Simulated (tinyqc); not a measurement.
Depth and level of a trap from the time ratio.

Question. For an oxide trap tc/te = exp(E/Vt) with E = E0 - dpsi - (xt/tox)(Vg - VT - dpsi), dpsi being the rise of the surface potential above its value at threshold. Find xt and E0, and the depth that would be read if dpsi were ignored.

Inputs (values chosen for the exercise): temperature T = 300 K; insulator thickness tox = 8.4 nm.

Constants: q = 1.602176634e-19 C, kB = 1.380649e-23 J/K, Vt = kB T/q. Results are converted to the units shown.

Vg - VT (V): 0.5  0.65
tc/te: 1.9571780  0.30334144
dpsi (V): 0.083696403  0.091174255

Solution. E + dpsi is a straight line in the oxide voltage Vg - VT - dpsi with slope -xt/tox and intercept E0. Ignoring dpsi assigns the motion of the bands to the trap and overstates its depth.

xt = 2.400 nm
E0 = 0.2200 eV
depth read without dpsi = 2.699 nm

Numbers from tinyqc (`OMP_NUM_THREADS=1 python tinyqc.py 2710089 2710090 out.jsonl`; about 0.01 s on one thread of a shared Intel Xeon 2.30GHz).
